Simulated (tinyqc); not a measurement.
Peak gain against injection: optical gain and spontaneous emission in a bulk direct-gap semiconductor.

Parabolic bands, vertical transitions, no excitons. For each hole band j: mr = me mj/(me + mj); joint density of states J_j(E) = (mr/c)^(3/2) sqrt(E - Eg)/(2 pi^2), both spins, c = hbar^2/2m0; averaged matrix element |e.p|^2 = m0 Ep/6; alpha_j(E) = 4 pi^2 alpha_f c Ep J_j/(3 nr E) in 1/angstrom (alpha_f the fine-structure constant, listed as alpha among the constants), times 1e8 for 1/cm.

F_j(eta) = (1/Gamma(j + 1)) integral_0^infinity x^j dx/(1 + exp(x - eta)), which tends to exp(eta) for eta << 0.

Quasi-Fermi levels: n = Nc F_1/2(Fc/kT) and p = Nv F_1/2(Fv/kT), Fc counted up from the conduction edge and Fv down from the valence edge; Nc, Nv from N = 2 (m kB T/(4 pi c))^(3/2) with c = hbar^2/2m0, in 1/angstrom^3; times 1e24 for 1/cm^3, with me and (mhh^(3/2) + mlh^(3/2))^(2/3).

For band j the electron sits at Ee = (E - Eg) mr/me above its edge and the hole at Eh = (E - Eg) mr/mj; fe = 1/(1 + exp((Ee - Fc)/kT)), fh = 1/(1 + exp((Eh - Fv)/kT)); gain g = sum_j alpha_j (fe + fh - 1).

Spontaneous rate: R = integral of (nr E/(hbar c))^2/(pi^2 hbar) sum_j alpha_j fe fh dE, with alpha in 1/cm and (nr E/(hbar c))^2 in 1/cm^2 (1e16 per 1/angstrom^2); B = R/(n p); lifetime n/R.

Constants: hbar^2/2m0 = 3.80998211 eV angstrom^2; fine-structure constant alpha = 0.007297352564; kB = 8.617333262e-05 eV/K; hbar = 6.58211957e-16 eV s; hbar c = 1973.269805 eV angstrom.

Inputs chosen for the exercise (near those of InGaAs; not measured data):
```
symbol  value   unit  meaning
Eg      0.763   eV    direct gap
me      0.0413  m0    electron mass
mhh     0.444   m0    heavy-hole mass
mlh     0.0544  m0    light-hole mass
Ep      22.6    eV    Kane energy
nr      3.52          refractive index
T       250     K
```

The peak is the largest g over E; a dash marks no gain.

Gain:
```
n (1/cm^3)  Fc (eV)  Fv (eV)  peak gain (1/cm)  peak E - Eg (eV)  B (cm^3/s)
2.7e+17      0.0238  -0.0661                 -                 -    1.82e-10
4.3e+17      0.0410  -0.0558                 -                 -    1.72e-10
6.2e+17      0.0572  -0.0477                29            0.0033    1.62e-10
7.6e+17      0.0676  -0.0431               115            0.0090    1.56e-10
9.7e+17      0.0816  -0.0376               261            0.0172    1.47e-10
1.2e+18      0.0955  -0.0327               422            0.0256    1.40e-10
1.6e+18      0.1174  -0.0260               680            0.0388    1.29e-10
2.2e+18      0.1467  -0.0184              1019            0.0554    1.17e-10
```

transparency density (Fc + Fv = 0) = 5.40e+17 1/cm^3

What does the comparison show?

Gain starts at 5.40e+17 1/cm^3, where Fc = -Fv = 0.0508 eV: with Nv/Nc = 37 the electrons must be degenerate before the holes are. The slope of peak gain against n is 6.12e-16 cm^2 between the first two rows with gain and 5.64e-16 between the last two; the peak moves from 0.0033 to 0.0554 eV above the gap as the bands fill, and B falls by a factor 1.56. Line broadening and gap shrinkage are left out.

(tinyqc, `OMP_NUM_THREADS=1 python tinyqc.py 1682098 1682099 out.jsonl`, Intel(R) Xeon(R) Processor @ 2.30GHz, 1 thread, shared host, about 0.08 s.)
